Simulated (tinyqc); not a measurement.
Stacked nanosheet transistor, parasitic resistance, capacitance and delay: one step of the calculation.

Ns sheets share one contact on top; each has perimeter p = 2 (Ws + ts) and cross-section A = Ws ts; contact width Wc = Ws + 10 nm, stack height Hs = Ns pv. Sheet 1 is the top one. Contact length Lc = CPP - Lg - 2 Lsp, shared by two neighbouring gates. Source and drain sides are equal. The formulas are first-order estimates, not field solutions.

Problem. Capacitances. With N sheets: gate Cg = Cinv p N Lg; per side, plate Cp = ks eps0 [Wc (Hs + Hc) - N A]/Lsp, top fringe Cf = (2/pi) ks eps0 Wc ln(1 + Lg/(2 Lsp)), overlap Co = Cinv p N Lov. Cs = Cp + Cf + Co. An inverter of two such devices driving an equal one has the load CL = 2 (Cg + 2 Cs) + 4 Cs + Cw (its own drains counted twice for the Miller effect).

Parameters, values chosen for the exercise; values close to those of silicon logic devices:
```
symbol  value     unit                              meaning
Ns          4                              number of sheets
Ws         12       nm                          sheet width
ts          7       nm                      sheet thickness
pv         12       nm         vertical pitch of the sheets
Lg         14       nm                          gate length
Lsp         5       nm                        spacer length
ks        3.3           relative permittivity of the spacer
Hc         30       nm  gate height above the channel stack
Lov         2       nm                         gate overlap
Cinv      3.4  uF/cm^2                inversion capacitance
Cw       0.11       fF                            wire load
```

Constants: eps0 = 8.8541878128e-12 F/m. Results are converted to the units shown.

Give: Cg; Cp; Cf; Co; CL.

Solution.

Cg = 72.35 aF
Cp = 8.064 aF
Cf = 0.3583 aF
Co = 10.34 aF
CL = 404.8 aF

The channel capacitance gives 35.7 % of CL, the parasitic parts 37.1 % and the wire 27.2 %.

tinyqc, about 0.06 s, one thread, Intel Xeon 2.30GHz (shared host): `OMP_NUM_THREADS=1 python tinyqc.py 2170066 2170067 out.jsonl`
